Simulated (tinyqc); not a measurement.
# Abrupt p-n junction, non-linear Poisson equation by Newton steps: two studies

One dimension, p side on the left, n side on the right; net doping C = -Na for x < 0 and +Nd for x > 0. The potential psi is counted from the intrinsic level, and the quasi-Fermi potentials are flat: 0 for holes and -V for electrons, so n = ni exp((psi + V)/Vt) and p = ni exp(-psi/Vt) (Boltzmann statistics, full ionisation, no current). Under reverse bias this makes the minority densities vanishingly small everywhere; they play no part in the charge.

Inputs (values chosen for the exercise); band and dielectric values close to those of gallium arsenide:
```
symbol,value,unit,meaning
T,300,K,temperature
Eg,1.43,eV,band gap
eps_r,12.7,,relative permittivity
Nc,4.31e17,cm^-3,conduction-band density of states at T
Nv,8.85e18,cm^-3,valence-band density of states at T
Na,5.3e16,cm^-3,acceptor density of the p side
Nd,2.5e15,cm^-3,donor density of the n side
V,-0.9,V,bias of the p side against the n side
```

Constants: q = 1.602176634e-19 C, kB = 1.380649e-23 J/K, Vt = kB T/q, eps0 = 8.8541878128e-14 F/cm where lengths are in cm. Results are converted to the units shown.

Each table varies one quantity; the others keep the values above.

## Capacitance and field against bias

The Poisson equation d/dx(eps0 eps_r dpsi/dx) = -q (p - n + C) is solved on a mesh of more than 1000 nodes that ends in neutral material (psi_p = -Vt ln(Na/ni), psi_n = Vt ln(Nd/ni) - V). C_j = q d/dV of the integral of p over x, from the linearised equation. ni = sqrt(Nc Nv) exp(-Eg/(2 Vt)), Eg in volts. Depletion approximation: Vbi = Vt ln(Na Nd/ni^2), W = sqrt(2 eps0 eps_r (Vbi - V)(1/Na + 1/Nd)/q), xp = W Nd/(Na + Nd), xn = W Na/(Na + Nd), peak field 2 (Vbi - V)/W, capacitance eps0 eps_r/W. The last column applies it to an abrupt Na-Nd junction.

Results:

| V (V) | peak \|E\| (kV/cm) | C_j (nF/cm^2) | 1/C_j^2 (cm^4/uF^2) | eps0 eps_r/C_j (nm) | abrupt depletion C (nF/cm^2) |
|---|---|---|---|---|---|
| 0 | 27.89 | 13.92 | 5163 | 808.0 | 13.59 |
| -1.25 | 40.12 | 9.541 | 1.099e4 | 1179 | 9.438 |
| -2.5 | 49.58 | 7.715 | 1.680e4 | 1457 | 7.661 |
| -5 | 64.49 | 5.931 | 2.842e4 | 1896 | 5.906 |
| -6.25 | 70.77 | 5.404 | 3.424e4 | 2081 | 5.386 |
| -7.5 | 76.55 | 4.997 | 4.005e4 | 2250 | 4.982 |
| -8.75 | 81.91 | 4.670 | 4.586e4 | 2408 | 4.657 |
| -10 | 86.95 | 4.399 | 5.167e4 | 2556 | 4.389 |

Estimate the missing row, V = -3.75 V.

Computed row:

| V (V) | peak \|E\| (kV/cm) | C_j (nF/cm^2) | 1/C_j^2 (cm^4/uF^2) | eps0 eps_r/C_j (nm) | abrupt depletion C (nF/cm^2) |
|---|---|---|---|---|---|
| -3.75 | 57.52 | 6.650 | 2.261e4 | 1691 | 6.615 |

With this row back in the table: With V going from 0 to -10 V, C_j falls from 13.9 to 4.40 nF/cm^2 and the peak field rises from 27.9 to 86.9 kV/cm. The slope of 1/C_j^2, read as N = 2/(q eps0 eps_r |slope|), gives 2.38e15 cm^-3 between the first two rows and 2.39e15 cm^-3 between the last two, against Na Nd/(Na + Nd) = 2.39e15 cm^-3; the slopes of all rows agree within 0.2 %, as for uniform doping at both edges. At the end C_j goes as (Vbi - V)^(-0.50) with Vbi = 1.16 V, and it is 0.23 % above the abrupt depletion formula (at the first row 2.4 % above it).

## Effect of the doping Na

Exact first integral for an abrupt junction with thick neutral sides: psi_p = -Vt ln(Na/ni), psi_n = Vt ln(Nd/ni) - V, psi_j = (Nd psi_n + Na psi_p - Vt (Nd - Na))/(Na + Nd) at the junction, n_j = ni exp((psi_j + V)/Vt), p_j = ni exp(-psi_j/Vt), and E_j^2 = (2 q/(eps0 eps_r)) [Nd (psi_n - psi_j - Vt) + Vt (n_j + p_j)] (minority densities of the neutral sides neglected).

The same in every row: ni (cm^-3) = 1.9021e6.

Effect of the doping Na:

| Na (cm^-3) | Vbi (V) | W (nm) | share of W on the n side (%) | peak field, depletion (kV/cm) | peak field, exact (kV/cm) |
|---|---|---|---|---|---|
| 8.3e13 | 0.99758 | 5758.2 | 3.2133 | 6.5908 | 6.5528 |
| 2.2e14 | 1.0228 | 3653.5 | 8.0882 | 10.526 | 10.384 |
| 5.8e14 | 1.0478 | 2409.9 | 18.831 | 16.165 | 15.949 |
| 1.5e15 | 1.0724 | 1718.5 | 37.500 | 22.955 | 22.652 |
| 4.1e15 | 1.0984 | 1344.0 | 62.121 | 29.739 | 29.352 |
| 1.1e16 | 1.1239 | 1181.0 | 81.481 | 34.276 | 33.835 |
| 2.8e16 | 1.1481 | 1119.2 | 91.803 | 36.599 | 36.136 |
| 7.5e16 | 1.1735 | 1096.8 | 96.774 | 37.809 | 37.553 |

Read the table: what changes, and by how much?

As Na rises, Vbi rises from 0.998 to 1.17 V, 59.5 mV a decade (Vt ln 10), and W falls from 5760 to 1100 nm. The exponent d ln W/d ln Na is -0.47 between the first two rows and -0.02 between the last two: the lighter-doped side sets the width, and Na passes Nd = 2.5e15 cm^-3 within the table. The depletion field is 0.58 % above the exact one in the first row and 0.68 % above it in the last.

tinyqc, about 0.02 s, one thread, Intel Xeon 2.30GHz (shared host): `OMP_NUM_THREADS=1 python tinyqc.py 2000040 2000041 out.jsonl`
